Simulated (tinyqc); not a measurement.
Wavelength: periodic multilayer mirror for extreme ultraviolet light.

s polarisation, vacuum above. q_j = sqrt(N_j^2 - sin^2 theta); interface r_jk = (q_j - q_k)/(q_j + q_k) exp(-2 (2 pi/lam)^2 q_j q_k sg^2) (Nevot-Croce; sg = 0 if not given); phase factor of a layer x_j = exp(4 pi i q_j d_j/lam). Each period has the spacer (thickness (1 - Gm) L) on top of the absorber (Gm L). In this recursion R is the amplitude; R in tables and results is the reflectance, its squared modulus. The substrate is of the spacer material. Starting with R = 0 in it, each interface upward gives R -> (r + R x)/(1 + r R x), x that of the layer below the interface (1 for the substrate).

Parameters, chosen for this exercise (optical constants near those of Mo and Si at 13.5 nm; the results hold for these values, not for the real material):
- dA = (0.0778, 0.00621) (delta and beta of the absorber, N = 1 - delta + i beta)
- dS = (0.001, 0.00176) (delta and beta of the spacer and the substrate)
- L = 7.02 nm (period)
- Gm = 0.33 (absorber share of the period)
- theta = 12 degrees (angle from the normal)
- sg = 0.2 nm (interface roughness)
- Np = 50 (periods)

The optical constants are held fixed.

Reflectance:
```
lam (nm)      R
12.9      0.156
13.0      0.193
13.1      0.493
13.2      0.640
13.3      0.705
13.4      0.735
13.5      0.738
13.6      0.687
13.7      0.386
13.8      0.126
13.9      0.141
14.0      0.024
14.1      0.076
14.2      0.037
14.3      0.015
```

How do the results move, and what explains it?

The largest value listed is 0.738 at 13.5 nm, against lam_B = 2 L Re(mean q) = 13.354 nm; the peak lies on the long side, where the nodes of the standing wave fall in the absorber. R exceeds half of that from 13.1 to 13.7 nm of the wavelengths listed, at least 4.4 % of the wavelength; a chain of ten mirrors narrows it, since R^10 falls to half where R has lost only 7 %.

Computed by tinyqc, a small Python program: `OMP_NUM_THREADS=1 python tinyqc.py 1680437 1680438 out.jsonl` (the numbers bound the seed that draws the inputs); one thread of a shared host (Intel(R) Xeon(R) Processor @ 2.30GHz), about 0.01 s for the whole set of steps.
